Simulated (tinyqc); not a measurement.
Equation-of-state fits to an energy-volume table made by a known binding curve: one step, computed by the program tinyqc. Command: `OMP_NUM_THREADS=1 python tinyqc.py 3022591 3022592 out.jsonl eosfit walk`. One thread of a shared host (Intel(R) Xeon(R) Processor @ 2.30GHz), about 0.03 s of CPU time with the checks.

With x = (V/V_0)^(1/3), the energy per atom is E = D [exp(-2 eta (x - 1)) - 2 exp(-eta (x - 1))], so that B0 = 2 D eta^2/(9 V_0) and B' = 1 + eta. B' = dB/dP at P = 0.

Question. Exact values of the curve. B0 and B' from the formulas above; P = -dE/dV at V = c V_0 (c the compression chosen), from the curve itself.

Inputs (values chosen for the exercise, for a model crystal):

| quantity | value | unit |
|---|---|---|
| cohesive energy D | 6.36 | eV/atom |
| true volume V_0 | 32.7 | angstrom^3/atom |
| stiffness eta | 4.35 | - |
| compression V/V_0 for the pressure test | 0.75 | - |

Binding curve: Morse. Noise: added.

Constants: 1 eV/angstrom^3 = 160.2176634 GPa.

Give: exact B0; exact B'; exact pressure at c V_0.

Answer.

exact B0 = 131.0 GPa

exact B' = 5.35

exact pressure at c V_0 = 79.60 GPa
